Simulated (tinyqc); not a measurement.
Deep-level transient spectroscopy (DLTS) of one majority-carrier trap: one step, computed by the program tinyqc.

A filling pulse loads the traps in a one-sided junction; under reverse bias they empty at the rate e, and the capacitance relaxes as C(t) = C_0 - dC exp(-e t). The signal is S = [C(t_2) - C(t_1)]/dC.

Task: Rate window and signal. S(e) = exp(-e t_1) - exp(-e t_2) peaks at the rate window e_0 = ln(t_2/t_1)/(t_2 - t_1).

Inputs (values chosen for the exercise, for a model semiconductor): gate time t_1 = 0.004 s; ratio t_2/t_1 = 2.5; temperature T = 477 K.

Carriers: electrons. Extra term: capture barrier.

emission rate e = 2447.410 1/s

Give: rate window e_0; peak height S_max; signal at T.

Result:

rate window e_0 = 152.72 1/s

peak height S_max = 0.32573

signal at T = 5.6029e-05

At this T the trap empties faster than the window, by a factor 16.0: the point lies on the high-temperature side of the peak.
